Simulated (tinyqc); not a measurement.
Worked calculation: tight binding, honeycomb lattice. Computed by tinyqc, a small Python program that keeps every step. Settings: t1 = 2.57, t2 = 0.07, phi = -0.74, delta = 0, points = 7. Command: `OMP_NUM_THREADS=1 python tinyqc.py 30846 30847 out.jsonl` (the two numbers bound the seeds that draw the settings). One thread of a shared host (Intel(R) Xeon(R) Processor @ 2.60GHz), about 0.01 s of CPU time with the checks.

## Bloch Hamiltonian at k

Parameters chosen for this model:

| parameter | value | unit |
|---|---|---|
| t1 | 2.570000 | eV, nearest |
| t2 | 0.070000 | eV, second neighbours |
| phi | -0.740000 | rad, phase of t2 (Haldane) |
| delta | 0 | eV, +/- on A and B |

k point k (fractions of the reciprocal vectors): 0.140000  0.190000

H_AB = -t1 (1 + exp(-i k.a1) + exp(-i k.a2)); H_AA = delta - 2 t2 sum cos(k.b + phi), H_BB = -delta - 2 t2 sum cos(k.b - phi), b = a1, a2 - a1, -a2.

H(k) at k (eV):
```
                     A                    B
A            -0.216422  -5.154260+4.369745i
B  -5.154260-4.369745i            -0.188148
```

## Levels at k

Diagonalise the Hermitian matrix.

eigenvalues (eV): -6.959596  6.555027

weights |c|^2 of the basis functions:
```
     band 1    band 2
A  0.501046  0.498954
B  0.498954  0.501046
```

## Bloch Hamiltonian at K

k point K (fractions of the reciprocal vectors): 0.333333  0.666667

As before.

H(k) at K (eV):
```
           A         B
A  -0.090181  0.000000
B   0.000000  0.400338
```

## Levels at K

As before.

eigenvalues (eV): -0.090181  0.400338

weights |c|^2 of the basis functions:
```
     band 1    band 2
A  1.000000  0.000000
B  0.000000  1.000000
```

## Bands along a path

The same steps at evenly spaced points between the labelled ones.

Bands along the path (eV):

| k | band 1 | band 2 |
|---|---|---|
| G | -8.020157 | 7.399843 |
| G-K 0.20 | -7.523700 | 7.007553 |
| G-K 0.40 | -6.137061 | 5.881960 |
| G-K 0.60 | -4.140453 | 4.179943 |
| G-K 0.80 | -1.920536 | 2.166016 |
| K | -0.090181 | 0.400338 |
| K-M 0.20 | -0.751159 | 1.049487 |
| K-M 0.40 | -1.465650 | 1.736317 |
| K-M 0.60 | -2.010980 | 2.250413 |
| K-M 0.80 | -2.351100 | 2.566710 |
| M | -2.466614 | 2.673386 |
| M-K' 0.20 | -2.351100 | 2.566710 |
| M-K' 0.40 | -2.010980 | 2.250413 |
| M-K' 0.60 | -1.465650 | 1.736317 |
| M-K' 0.80 | -0.751159 | 1.049487 |
| K' | -0.090181 | 0.400338 |

With 1 band(s) filled, the highest filled level on these points lies at K and the lowest empty one at K: a gap of 0.4905 eV, direct.

## Chern number of the lower band

On a 7 x 7 mesh, the phase of the product of overlaps around each plaquette (k1 then k2); the sum over 2 pi is an integer.

plaquette phases (rad):
```
           1          2         3         4         5          6          7
1   0.000000   0.000263  0.003396  0.027177  0.003207  -0.003973  -0.001404
2   0.000263   0.003334  0.008444  0.057916  0.090923  -0.010078  -0.003973
3   0.003396   0.008444  0.018072  0.076250  2.571455   0.090923   0.003207
4   0.027177   0.057916  0.076250  0.066011  0.076250   0.057916   0.027177
5   0.003207   0.090923  2.571455  0.076250  0.018072   0.008444   0.003396
6  -0.003973  -0.010078  0.090923  0.057916  0.008444   0.003334   0.000263
7  -0.001404  -0.003973  0.003207  0.027177  0.003396   0.000263   0.000000
```

Chern number = 1.000000
